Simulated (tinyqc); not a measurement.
# Worked calculation: reverse leakage of an n+-p junction: diffusion, generation, trap-assisted and band-to-band tunnelling

Numbers from tinyqc (`OMP_NUM_THREADS=1 python tinyqc.py 2290007 2290008 out.jsonl`; about 0.01 s on one thread of a shared Intel Xeon 2.30GHz). Printed values are rounded; ~0 in a residual or rate marks an entry under 1e-11 of the largest of its column.

One-sided abrupt junction in the depletion approximation, x from the junction (0) to W on the p side, field F = F0 (1 - x/W). Flat quasi-Fermi levels, long p side. Traps generate through SRH with both lifetimes shortened by 1 + Gamma (Hurkx enhancement, form for moderate fields); band-to-band generation is local and needs a total bending above Eg.

Inputs (values chosen for the exercise); band and dielectric values close to those of silicon:

| symbol | value | unit | meaning |
|---|---|---|---|
| T | 400 | K | temperature |
| Eg | 1.12 | eV | band gap |
| eps_r | 11.6 |  | relative permittivity |
| Nc | 4.39e19 | cm^-3 | conduction-band density of states at T |
| Nv | 4.13e19 | cm^-3 | valence-band density of states at T |
| Na | 2.9e16 | cm^-3 | acceptor density of the lighter side |
| Nd | 1e20 | cm^-3 | donor density of the heavier side |
| tau | 9e-8 | s | SRH lifetime of both carriers at zero field |
| Et | 0 | eV | trap level above the intrinsic level |
| mt | 0.24 | m0 | tunnelling mass |
| Dn | 3.4 | cm^2/s | electron diffusion coefficient on the lighter side |
| Ab | 4.6e14 | cm^-0.5 V^-2.5 s^-1 | band-to-band prefactor |
| Bb | 1.99e7 | V/cm | band-to-band field constant |
| VR | 2.7 | V | reverse bias |

Constants: q = 1.602176634e-19 C, kB = 1.380649e-23 J/K, hbar = 1.054571817e-34 J s, m0 = 9.1093837015e-31 kg, Vt = kB T/q, eps0 = 8.8541878128e-14 F/cm where lengths are in cm. Results are converted to the units shown.

Range of the model: The n+ side is degenerate, so Vbi from Boltzmann statistics is only a guide.

## Field, scales and diffusion current

ni = sqrt(Nc Nv) exp(-Eg/(2 Vt)), Eg in volts; Vbi = Vt ln(Na Nd/ni^2); W = sqrt(2 eps0 eps_r (Vbi + VR)/(q Na)); F0 = 2 (Vbi + VR)/W; FG = sqrt(24 mt m0 (kB T)^3)/(q hbar); J_diff = q ni^2 sqrt(Dn/tau)(1 - exp(-VR/Vt))/Na.

ni = 3.74557e12 cm^-3
Vbi = 0.898084 V
W = 398.841 nm
F0 = 180.427 kV/cm
FG = 556.396 kV/cm
J_diff = 4.76394e-7 A/cm^2

## Generation rates across the layer

u = (Vbi + VR)(1 - x/W)^2, p = Na exp(-u/Vt), n = Nd exp((u - Vbi - VR)/Vt); G0 = ni^2 (1 - exp(-VR/Vt))/(tau (n + p + 2 ni cosh(Et/Vt))); Gamma = 2 sqrt(3 pi)(F/FG) exp((F/FG)^2); trap-assisted part G0 Gamma; G_bb = Ab F^2.5 exp(-Bb/F) with F in V/cm, zero unless Vbi + VR > Eg. 14 equal steps.

```
point   x (nm)  F (kV/cm)     Gamma  G0 (cm^-3 s^-1)  G0 Gamma (cm^-3 s^-1)  G_bb (cm^-3 s^-1)
0        0.000    180.427   2.21183       1.55881e12             3.44782e12        8.00699e-21
1       28.489    167.539   2.02430       2.42126e18             4.90136e18        1.37527e-24
2       56.977    154.652   1.84369       2.08085e19             3.83644e19        5.65929e-29
3       85.466    141.764   1.66933       2.08087e19             3.47365e19                 ~0
4      113.955    128.876   1.50057       2.08087e19             3.12249e19                 ~0
5      142.443    115.989   1.33681       2.08087e19             2.78174e19                 ~0
6      170.932    103.101   1.17749       2.08087e19             2.45021e19                 ~0
7      199.421     90.213   1.02205       2.08087e19             2.12675e19                 ~0
8      227.909     77.326  0.869950       2.08083e19             1.81022e19                 ~0
9      256.398     64.438  0.720693       2.06766e19             1.49015e19                 ~0
10     284.886     51.551  0.573777       1.17489e19             6.74122e18                 ~0
11     313.375     38.663  0.428719       6.29100e17             2.69708e17                 ~0
12     341.864     25.775  0.285047       4.51474e16             1.28691e16                  0
13     370.352     12.888  0.142294       9.15165e15             1.30223e15                  0
14     398.841      0.000         0       5.37382e15                      0                  0
```

## Current components

Each current is q times the trapezoid sum of its rate; J adds J_diff; J_bb under 1e-8 of the sum is given as 0.

J_SRH = 8.27035e-5 A/cm^2
J_TAT = 1.01714e-4 A/cm^2
J_bb = 0 A/cm^2
J = 1.84894e-4 A/cm^2

A fine grid gives J = 1.915e-4 A/cm^2; the coarse sum is 3.5 % below it. On the fine grid the largest part is trap-assisted tunnelling (55.4 %). The simple estimate q ni W/(2 tau cosh(Et/Vt)) is 57 % above the fine-grid J_SRH of 8.490e-5 A/cm^2, since near both edges n or p is large enough to quench generation.
